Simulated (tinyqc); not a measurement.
## Double-gate transistor below threshold, two-dimensional Poisson equation on a small mesh: effect of the channel length

Half of a symmetric double-gate structure: row 0 is the mid-plane of the body, where the normal field vanishes. Mobile charge is neglected (subthreshold), the body is fully depleted, and potentials are counted from the intrinsic level; rows run upward to the gate, columns from source to drain.

Mesh: rows i = 0..12 in the semiconductor (step hs = tb/12, row 12 on the interface), then 8 step(s) ho = tox/8 up to the gate row 20; columns j = 0..80 (step hy = L/80). Box integration, divided by eps0: up_i = eps hy/h of the interval above row i, dn_i = that of the interval below (0 for row 0), lat_i = (sum of eps h/2 over the intervals above and below)/hy, s_i = -q Na w_i hy/eps0 with w_i the semiconductor height of the box (hs/2 for row 0 and the interface row, hs between, 0 in the insulator). Each free node obeys (up + dn + 2 lat) psi = up psi(above) + dn psi(below) + lat [psi(left) + psi(right)] + s. Fixed values: gate row Vg - Vfb; column 0 at Vbi and the last column at Vbi + Vd in the semiconductor, each running linearly to Vg - Vfb across the insulator. The system is solved directly. On row 0 the minimum of psi and its place come from a parabola through the three lowest nodes; barrier = Vbi - minimum, swing = Vt ln 10/(d psi/dVg), DIBL = (d psi/dVd)/(d psi/dVg) there. Lambda = pi/k with k the smallest positive root of tan(k tox) tan(k tb) = eox/eps_r.

Parameters, values chosen for the exercise; semiconductor permittivity made up: temperature T = 250 K; relative permittivity of the semiconductor eps_r = 9.54; relative permittivity of the insulator eox = 3.9; half the body thickness tb = 5 nm; insulator thickness tox = 1.1 nm; acceptor density of the depleted body Na = 0 cm^-3; potential of the source Vbi = 0.56 V; gate offset Vfb = 0.13 V; gate voltage Vg = -0.1 V; drain voltage Vd = 0.5 V.

Constants: q = 1.602176634e-19 C, kB = 1.380649e-23 J/K, Vt = kB T/q, eps0 = 8.8541878128e-14 F/cm where lengths are in cm. Results are converted to the units shown.

Result of one run:
```
L/Lambda,barrier (V),place y/L,swing (mV/decade),DIBL (mV/V)
1.603,0.5994,0.4504,61.61,91.07
```

Which channel length L gave this result: 13, 16, 24, 29 or 36 nm?

L = 24 nm.

The whole series:
```
L (nm),L/Lambda,barrier (V),place y/L,swing (mV/decade),DIBL (mV/V)
13,0.8682,0.2299,0.3881,119.6,471.4
16,1.069,0.3644,0.4186,88.44,280.5
20,1.336,0.5031,0.4389,70.27,154.6
24,1.603,0.5994,0.4504,61.61,91.07
29,1.937,0.6766,0.4594,56.10,49.59
36,2.404,0.7354,0.4675,52.53,22.39
43,2.872,0.7638,0.4728,50.97,10.44
52,3.473,0.7798,0.4775,50.13,4.004
```

As L goes from 13 to 52 nm, the barrier rises from 0.230 to 0.780 V, the swing falls from 120 to 50.1 mV a decade and DIBL falls from 471 to 4.00 mV/V; the ideal swing is 49.6. L/Lambda goes from 0.87 to 3.5. Between the last two rows DIBL decays with a length of 9.39 nm; 2 Lambda/pi is 9.53 nm.

Numbers from tinyqc (`OMP_NUM_THREADS=1 python tinyqc.py 2480043 2480044 out.jsonl`; about 0.1 s on one thread of a shared Intel Xeon 2.30GHz).
